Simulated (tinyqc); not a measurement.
## Tail temperature from the power law

Problem. When tail states hold most of the charge, the linear current goes as I = A (Vg - VT)^g with g = 2 Tt/T - 1. Find g, Tt and the tail width kB Tt.

Parameters, values chosen for the exercise:
- T = 300 K (temperature)

Constants: q = 1.602176634e-19 C, kB = 1.380649e-23 J/K, Vt = kB T/q. Results are converted to the units shown.

I at Vg - VT = 7 and 10 V (nA): [6.8291643, 10.987617]

Answer. g is the slope of ln I against ln(Vg - VT).

g = 1.333
Tt = 350.0 K
kB Tt = 30.16 meV

Numbers from tinyqc (`OMP_NUM_THREADS=1 python tinyqc.py 2610061 2610062 out.jsonl`; about 0.04 s on one thread of a shared Intel Xeon 2.30GHz).
